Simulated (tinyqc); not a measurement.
Inside a calculation. Model: electron mobility in a silicon inversion layer, empirical terms and Matthiessen rule.

tinyqc, about 0.01 s, one thread, Intel Xeon 2.30GHz (shared host): `OMP_NUM_THREADS=1 python tinyqc.py 2510129 2510130 out.jsonl` Printed values are rounded.

Inversion layer of sheet density Ns on a uniformly doped body. The mobility terms are empirical power laws with prefactors chosen for the exercise; adding their inverses (Matthiessen) is itself an approximation.

Inputs (values chosen for the exercise); material values close to those of silicon:

| symbol | value | unit | meaning |
|---|---|---|---|
| T | 350 | K | temperature |
| Eg | 1.13 | eV | band gap |
| eps_r | 11.7 |  | relative permittivity of the semiconductor |
| Nc | 3.5e19 | cm^-3 | conduction-band density of states at T |
| Nv | 3.31e19 | cm^-3 | valence-band density of states at T |
| Nb | 1.1e17 | cm^-3 | body doping |
| Vsb | 0.3 | V | reverse body bias |
| eta | 0.5 |  | weight of the inversion charge in the effective field |
| Cox | 1.15 | uF/cm^2 | gate capacitance |
| Ap | 430 | cm^2/(V s) | phonon-limited mobility at 1 MV/cm and 300 K |
| As | 745 | cm^2/(V s) | roughness-limited mobility at 1 MV/cm |
| gs | 2 |  | exponent of the roughness term |
| Ac | 1800 | cm^2/(V s) | Coulomb prefactor |
| Nit | 1.5e12 | cm^-2 | charge at the interface |
| Ns | 7.8e11 | cm^-2 | inversion density |
| WL | 5 |  | ratio W/L |
| Vd | 0.01 | V | drain voltage |
| I | 0.528 | uA | measured linear current |

Constants: q = 1.602176634e-19 C, kB = 1.380649e-23 J/K, Vt = kB T/q, eps0 = 8.8541878128e-14 F/cm where lengths are in cm. Results are converted to the units shown.

## Depletion charge and effective field

ni = sqrt(Nc Nv) exp(-Eg/(2 Vt)), Eg in volts; Ndep = sqrt(2 eps0 eps_r Nb (2 Vt ln(Nb/ni) + Vsb)/q); E = q (Ndep + eta Ns)/(eps0 eps_r), in MV/cm.

ni = 2.490612e11 cm^-3
Ndep = 1.241804e12 cm^-2
E = 0.2523735 MV/cm

The depletion charge gives 76.1 % of the field.

## Mobility terms and their sum

With t = T/(300 K): muC = Ac (Ns/1e12 cm^-2) t/(Nb/1e17 cm^-3 + Nit/1e11 cm^-2), muP = Ap E^(-1/3) t^(-1.75), muS = As E^(-gs); 1/mu is the sum of the inverses.

terms (cm^2/(V s)): Coulomb 101.7391, phonon 519.5536, roughness 11696.85
mu = 84.46458 cm^2/(V s)
shares of 1/mu (%): Coulomb 83.02074, phonon 16.25715, roughness 0.7221141

The Coulomb term limits most.

## Iteration 1: inversion density for the measured current

Ns at the start = 3.9e11 cm^-2

I = (W/L) q Ns mu Vd. E = q (Ndep + eta Ns)/(eps0 eps_r) in MV/cm. With t = T/(300 K): muC = Ac (Ns/1e12 cm^-2) t/(Nb/1e17 cm^-3 + Nit/1e11 cm^-2), muP = Ap E^(-1/3) t^(-1.75), muS = As E^(-gs); 1/mu is the sum of the inverses. Ns(new) = I/((W/L) q mu Vd).

E = 0.2222149 MV/cm
mu = 46.36243 cm^2/(V s)
Ns after iteration 1 = 1.421632e12 cm^-2

## Iteration 2: inversion density for the measured current

As before.

E = 0.3019907 MV/cm
mu = 132.2983 cm^2/(V s)
Ns after iteration 2 = 4.981947e11 cm^-2

The value that enters this step is an overshoot, farther from the solution than the start was, so its intermediate quantities are not physical.

## Course of the iteration: inversion density for the measured current

Stop when Ns changes by less than 1e5 cm^-2, or after 120 iterations.

Course of the iteration:
```
iteration	Ns (cm^-2)	|change| (cm^-2)
1	1.421632e12	1.03e12
2	4.981947e11	9.23e11
3	1.142089e12	6.44e11
4	5.807881e11	5.61e11
5	9.992383e11	4.18e11
6	6.417540e11	3.57e11
7	9.176029e11	2.76e11
8	6.854257e11	2.32e11
9	8.681596e11	1.83e11
...	...	...
72	7.801823e11	4.23e5
73	7.801827e11	3.45e5
74	7.801824e11	2.80e5
75	7.801826e11	2.28e5
76	7.801824e11	1.86e5
77	7.801826e11	1.51e5
78	7.801825e11	1.23e5
79	7.801826e11	1.00e5
80	7.801825e11	8.14e4
```

Converged in 80 iterations. At the end each change is about 0.81 times the one before, with alternating sign: linear convergence.

## Split C-V extraction

```
point	Vg (V)	Cgc (uF/cm^2)	I (uA)
0	0.1	0.003521477	1.022321e-6
1	0.2	0.03178944	8.524980e-5
2	0.3	0.2395586	0.005827369
3	0.4	0.8152445	0.1506205
4	0.5	1.101148	0.8507913
5	0.6	1.144514	2.066638
6	0.7	1.149405	3.526886
7	0.8	1.149936	5.067114
8	0.9	1.149993	6.596988
9	1	1.149999	8.066125
10	1.1	1.150000	9.447225
11	1.2	1.150000	10.72677
12	1.3	1.150000	11.89960
```

Q(Vg) is the trapezoid sum of Cgc from the first point (where Q is taken as 0); mu_eff = I/((W/L) Q Vd); mu_FE = (dI/dVg)/((W/L) Cox Vd) with a backward difference. Listed from point 4 on.

```
point	Q (uC/cm^2)	mu_eff (cm^2/(V s))	mu_FE (cm^2/(V s))
4	0.1638927	103.8230	121.7688
5	0.2761758	149.6611	211.4517
6	0.3908717	180.4626	253.9561
7	0.5058387	200.3450	267.8658
8	0.6208352	212.5198	266.0650
9	0.7358348	219.2374	255.5021
10	0.8508348	222.0696	240.1913
11	0.9658348	222.1244	222.5301
12	1.080835	220.1927	203.9695
```

At the last point mu_FE is 7.4 % below mu_eff: where the mobility falls with gate voltage the slope of I understates it.
